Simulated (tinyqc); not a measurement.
Inside a calculation. Method: sp3 tight binding, zinc-blende lattice. One step of it, computed by the program tinyqc.

Problem. Bloch Hamiltonian at L. Slater-Koster rules over the four bonds with direction cosines (l, m, n): ss V_ss; s-px l V_sp; px-s -l V_sp; px-px l^2 V_pps + (1 - l^2) V_ppp; px-py l m (V_pps - V_ppp); each times exp(i k.d).

Parameters chosen for this model: zinc-blende lattice, anion at 0, cation at a/4 (1,1,1); V = eta hbar^2 / (m d^2), hbar^2/m = 7.619964 eV angstrom^2:
```
parameter          value      unit
a               5.180000  angstrom
d               2.243006  angstrom
Es anion      -17.200000        eV
Ep anion       -7.370000        eV
Es cation     -10.350000        eV
Ep cation      -3.790000        eV
eta ss         -1.510000
eta sp          1.380000
eta pp sigma    3.050000
eta pp pi      -0.830000
V ss           -2.287015        eV
V sp            2.090120        eV
V pp sigma      4.619468        eV
V pp pi        -1.257101        eV
```

k point L (2 pi / a): 0.500000  0.500000  0.500000

Give: H(k) at L.

Solution.

H(k) at L (eV):
```
                  a s             a px             a py             a pz
a s          -17.2000           0.0000           0.0000           0.0000
a px           0.0000          -7.3700           0.0000           0.0000
a py           0.0000           0.0000          -7.3700           0.0000
a pz           0.0000           0.0000           0.0000          -7.3700
c s   -3.2343-3.2343i   1.7066+1.7066i   1.7066+1.7066i   1.7066+1.7066i
c px  -1.7066-1.7066i   0.9924+0.9924i  -2.7702-2.7702i  -2.7702-2.7702i
c py  -1.7066-1.7066i  -2.7702-2.7702i   0.9924+0.9924i  -2.7702-2.7702i
c pz  -1.7066-1.7066i  -2.7702-2.7702i  -2.7702-2.7702i   0.9924+0.9924i

                  c s             c px             c py             c pz
a s   -3.2343+3.2343i  -1.7066+1.7066i  -1.7066+1.7066i  -1.7066+1.7066i
a px   1.7066-1.7066i   0.9924-0.9924i  -2.7702+2.7702i  -2.7702+2.7702i
a py   1.7066-1.7066i  -2.7702+2.7702i   0.9924-0.9924i  -2.7702+2.7702i
a pz   1.7066-1.7066i  -2.7702+2.7702i  -2.7702+2.7702i   0.9924-0.9924i
c s          -10.3500           0.0000           0.0000           0.0000
c px           0.0000          -3.7900           0.0000           0.0000
c py           0.0000           0.0000          -3.7900           0.0000
c pz           0.0000           0.0000           0.0000          -3.7900
```
